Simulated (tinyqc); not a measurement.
What each parameter does: three-level Kane dispersion of a narrow-gap semiconductor.

Zero of energy at Gamma8, c = hbar^2/2m0, P^2 = Ep c. The free-electron term and remote bands are left out, so the heavy holes are flat at E = 0 and the other three bands obey E (E - Eg)(E + Dso) = P^2 k^2 (E + 2 Dso/3). The conduction band is the highest root; its edge is Ec = max(Eg, 0).

Degenerate electrons at T = 0: kF = (3 pi^2 n)^(1/3), 1 cm^-3 = 1e-24 angstrom^-3; EF is the highest root at kF. The momentum (cyclotron, optical) mass is m(E) = hbar^2 k/(dE/dk) = c d(k^2)/dE with d(k^2)/dE = k^2 [1/E + 1/(E - Eg) + 1/(E + Dso) - 1/(E + 2 Dso/3)]; the density of states is k d(k^2)/dE/(2 pi^2).

Edge mass m0* = Eg (Eg + Dso)/(Ep (Eg + 2 Dso/3)).
Constants: hbar^2/2m0 = 3.80998211 eV angstrom^2.

Parameters, chosen for this exercise (a narrow-gap II-VI alloy; not measured data): Eg = 0.077 eV (E(Gamma6) - E(Gamma8)); Dso = 1.03 eV (spin-orbit splitting); Ep = 18.5 eV (Kane energy); n = 6.7e+17 cm^-3 (electron density).

Edge mass, EF - Ec and m(EF).

One parameter was then changed.

Results before and after:
```
case,m0* (m0),EF - Ec (meV),m(EF) (m0)
base,0.00603,159.31,0.02852
changed,0.00606,158.41,0.02873
```

Which of these changes was made? (a) Dso = 1.1845 eV; (b) Eg = 0.0885 eV; (c) n = 1.34e+18 cm^-3; (d) Ep = 15.725 eV.

Answer: (a) Dso = 1.1845 eV. Of the candidates, run in turn, only this one gives the changed row.

All candidates:
```
case,m0* (m0),EF - Ec (meV),m(EF) (m0)
base,0.00603,159.31,0.02852
n = 1.34e+18 cm^-3,0.00603,210.72,0.03525
Eg = 0.0885 eV,0.00690,154.96,0.02868
Dso = 1.1845 eV,0.00606,158.41,0.02873
Ep = 15.725 eV,0.00710,144.09,0.03116
```

tinyqc: `OMP_NUM_THREADS=1 python tinyqc.py 1051401 1051402 out.jsonl`; about 0.01 s, one thread, shared Intel(R) Xeon(R) Processor @ 2.30GHz.
